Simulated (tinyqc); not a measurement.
Schemes compared: quasiparticle equation with a plasmon-pole self-energy for two band edges.

For each edge E = e + X + Sc(E), with the correlation part Sc(E) = A[0]/(E - a + w) + A[1]/(E - b - w); a and b are the valence and conduction energies that enter the Green function (a = ev, b = ec in the one-shot scheme). Z = 1/(1 - dSc/dE), dSc/dE = -A[0]/(E - a + w)^2 - A[1]/(E - b - w)^2.

Inputs chosen for the exercise (scales of the order of those of diamond; the results hold for these values, not for the real material): ev = 0 eV (mean-field valence top); ec = 4.06 eV (mean-field conduction edge); w = 26.4 eV (pole energy); Av = (135.6, 59) eV^2 (weights of the valence state on the hole and electron poles); Ac = (49.1, 127.8) eV^2 (the same for the conduction state); Xv = -4.3 eV (exchange minus the mean-field potential, valence); Xc = 3.99 eV (the same, conduction).

Z = 1; linearised; exact one-shot; energies updated in G (a, b); updated in G and W, where w grows by half of the opening of the gap (a rule chosen for the exercise).

Results (eV):

| scheme | Ev | Ec | gap | opening |
|---|---|---|---|---|
| mean field | 0.000 | 4.060 | 4.060 | 0.000 |
| Z = 1 | -1.101 | 4.821 | 5.922 | 1.862 |
| linearised | -0.875 | 4.676 | 5.550 | 1.490 |
| one-shot, exact | -0.871 | 4.674 | 5.545 | 1.485 |
| update G | -1.000 | 4.737 | 5.737 | 1.677 |
| update G and W | -1.113 | 4.851 | 5.965 | 1.905 |

The openings run from 1.485 (one-shot, exact) to 1.905 eV (update G and W). Linearising moves the gap by 5 meV, updating G +191 meV and updating W a further +228 meV: once Z is kept, the level of self-consistency matters more than linearising.

(tinyqc, `OMP_NUM_THREADS=1 python tinyqc.py 1850436 1850437 out.jsonl`, Intel(R) Xeon(R) Processor @ 2.30GHz, 1 thread, shared host, about 0.02 s.)
